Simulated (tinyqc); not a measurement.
# CMOS inverter, nodal equation and switching, step by step

tinyqc, about 0.04 s, one thread, Intel Xeon 2.30GHz (shared host): `OMP_NUM_THREADS=1 python tinyqc.py 2340046 2340047 out.jsonl` Printed values are rounded.

An n-channel pull-down (bn, VTn) and a p-channel pull-up (bp, VTp) share the input Vin and the output node Vout, which carries the load C. Transistor (EKV form, voltages against the body): I = 2 n b Vt^2 [F(vp - Vs) - F(vp - Vd)] from drain to source, F(v) = ln^2(1 + exp(v/(2 Vt))), vp = (Vg - VT + sg |Vd - Vs|)/n. n-channel bodies are at 0; for the p-channel device all voltages are counted down from Vdd. b in uA/V^2 gives I in uA. Static: In = Ip. Transient: C dVout/dt = Ip - In. No velocity saturation, no gate capacitance beyond C.

Parameters, values chosen for the exercise: temperature T = 300 K; supply voltage Vdd = 1 V; slope factor n = 1.12; drain-induced barrier lowering sg = 0.085; n-channel threshold VTn = 0.26 V; p-channel threshold (magnitude) VTp = 0.39 V; gain factor of the pull-down transistor bn = 160 uA/V^2; gain factor of the pull-up transistor bp = 80 uA/V^2; load capacitance C = 1.3 fF; input voltage Vin = 0.42 V; time step dt = 4 ps.

Constants: q = 1.602176634e-19 C, kB = 1.380649e-23 J/K, Vt = kB T/q. Results are converted to the units shown.

## Iteration 1: output voltage by Newton steps

Vout at the start = 0.5 V

f = In - Ip at (Vin, Vout); G = df/dVout by a central difference with +/- 1e-6 V; Vout(new) = Vout - f/G.

In = 2.97922 uA
Ip = 1.94782 uA
G = 3.79985 uS
Vout after iteration 1 = 0.228567 V

## Iteration 2: output voltage by Newton steps

As before.

In = 2.35220 uA
Ip = 2.34549 uA
G = 4.07749 uS
Vout after iteration 2 = 0.226922 V

## Course of the iteration: output voltage by Newton steps

Stop when Vout changes by less than 1e-9 V, or after 30 iterations.

Course of the iteration:
```
iteration  Vout (V)  |change| (V)
1          0.228567         0.271
2          0.226922       1.64e-3
3          0.226926       4.10e-6
4          0.226926      2.63e-11
```

Converged in 4 iterations. At the end the number of correct digits about doubles with each step.

## Transfer curve

Vin, point 0 to 10 (V): [0, 0.1, 0.2, 0.3, 0.4, 0.5, 0.6, 0.7, 0.8, 0.9, 1]

For each Vin solve In = Ip; gain = dVout/dVin.

```
point  Vout (V)  supply current (uA)     gain
0      0.999989            5.4166e-4    0.000
1      0.999656             0.014021   -0.011
2      0.993680              0.20562   -0.157
3      0.948945               1.1603   -0.921
4      0.458360               2.3540  -11.764
5      0.038419               1.3415   -0.598
6      0.007295              0.39182   -0.139
7      0.000721             0.050663   -0.020
8      0.000032            0.0027347   -0.001
9      0.000001            9.7951e-5    0.000
10     0.000000            3.1717e-6    0.000
```

The switching point Vin = Vout lies at 0.4046 V, with a gain of -11.8. The current peaks at 2.35 uA among the points, against 5.4e-4 and 3.2e-6 uA of leakage at the ends.

## Switching point and noise margins

VM solves In = Ip with Vin = Vout. VIL and VIH are the inputs at which the gain is -1; NML = VIL - Vout(VIH), NMH = Vout(VIL) - VIH.

VM = 0.40457 V
gain at VM = -11.762
VIL = 0.30489 V
VIH = 0.47251 V
NML = 0.24525 V
NMH = 0.47174 V

VM lies 95 mV below Vdd/2, and the high margin is the larger one. With both transistors saturated the size of the gain tends to 1/sg = 11.8; here it is 0.019 % below that.

## Step 1: one time step of the falling output

Vout at t = 0 = 1 V

The input steps to Vdd at t = 0; I = In - Ip. Trapezoidal rule: V(new) = V - (dt/C)[I(V) + I(V(new))]/2, solved for V(new); 1 ps uA/fF = 1 mV.

I(V) = 48.6161 uA
I(V(new)) = 47.1497 uA
Vout after step 1 = 0.852668 V

## Step 2: one time step of the falling output

As before.

I(V) = 47.1497 uA
I(V(new)) = 45.6229 uA
Vout after step 2 = 0.709941 V

## Delays and energy

For a step input the delay to Vdd/2 is tHL = C times the integral of dV/(In - Ip) from Vdd/2 to Vdd at Vin = Vdd, and tLH likewise with Ip - In from 0 to Vdd/2 at Vin = 0. Energy drawn for one full cycle of the output: C Vdd^2. Leakage power: Vdd times the mean of the supply currents at Vin = 0 and Vdd.

tHL = 14.2927 ps
tLH = 40.2357 ps
energy = 1.3 fJ
leakage power = 0.272414 nW

Time steps as above cross Vdd/2 at 14.4 ps by linear interpolation, 0.61 % above tHL. tLH/tHL = 2.82, with bn/bp = 2.00.
